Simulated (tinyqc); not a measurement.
Metal gate on a two-layer dielectric stack with fixed charge and a dipole: threshold against doping.

Gate, layer 2, layer 1, p-type semiconductor; x runs from the gate inwards. Charges are counted in units of +q. psi is the band bending at the surface, positive towards inversion. Classical charge, Boltzmann statistics, no interface traps.

EOT = 3.9 (t1/e1 + t2/e2), Cox = eps0/(t1/e1 + t2/e2); phi_ms = pM - (chi + Eg - Vt ln(Nv/Na)). Vfb = phi_ms + Vd - (q/eps0) [Q1 (t1/e1 + t2/e2) + Q2 t2/e2 + r1 (t1^2/(2 e1) + t1 t2/e2) + r2 t2^2/(2 e2)]: each charge counts with its electrical distance from the gate. ni = sqrt(Nc Nv) exp(-Eg/(2 Vt)), Eg in volts, pB = Vt ln(Na/ni), Vth = Vfb + 2 pB + sqrt(4 q eps0 eps_r Na pB)/Cox.

Inputs (values chosen for the exercise); band and dielectric values close to those of silicon, layer 1 close to silicon dioxide, layer 2 close to hafnium oxide:
- T = 250 K (temperature)
- Eg = 1.12 eV (band gap)
- eps_r = 11.6 (relative permittivity)
- Nc = 2.14e19 cm^-3 (conduction-band density of states at T)
- Nv = 1.98e19 cm^-3 (valence-band density of states at T)
- chi = 3.97 eV (electron affinity)
- pM = 4.81 eV (work function of the gate metal)
- t1 = 1.8 nm (thickness of layer 1, next to the semiconductor)
- e1 = 3.87 (relative permittivity of layer 1)
- t2 = 4.5 nm (thickness of layer 2, next to the gate)
- e2 = 22.2 (relative permittivity of layer 2)
- Q1 = 6.3e10 cm^-2 (fixed charge at the semiconductor interface)
- Q2 = 1.6e11 cm^-2 (fixed charge between the layers)
- r1 = 0 cm^-3 (uniform charge density in layer 1)
- r2 = 8.7e17 cm^-3 (uniform charge density in layer 2)
- Vd = 0.24 V (flat-band shift by a dipole layer between the layers)

Constants: q = 1.602176634e-19 C, kB = 1.380649e-23 J/K, Vt = kB T/q, eps0 = 8.8541878128e-14 F/cm where lengths are in cm. Results are converted to the units shown.

Results:
```
Na (cm^-3),phi_ms (V),2 pB (V),Qd/Cox (V),Vth (V)
1.3e15,-0.07251,0.7034,0.01308,0.8633
4.1e15,-0.09726,0.7528,0.02404,0.8990
1.3e16,-0.1221,0.8026,0.04420,0.9440
4.4e16,-0.1484,0.8551,0.08393,1.010
1.4e17,-0.1733,0.9050,0.1540,1.105
1.5e18,-0.2244,1.007,0.5318,1.534
```

Estimate the missing row, Na = 4.6e17 cm^-3.

Computed row:
```
Na (cm^-3),phi_ms (V),2 pB (V),Qd/Cox (V),Vth (V)
4.6e17,-0.1989,0.9562,0.2870,1.264
```

With this row back in the table: Vth rises from 0.863 to 1.53 V. Of the change, phi_ms + 2 pB gives 152 mV (Vt ln 10 a decade) and the depletion charge 519 mV, growing as Na^(0.53).

Computed by the program tinyqc: `OMP_NUM_THREADS=1 python tinyqc.py 2010078 2010079 out.jsonl`, one thread of a shared Intel Xeon 2.30GHz, about 0.01 s for the whole run.
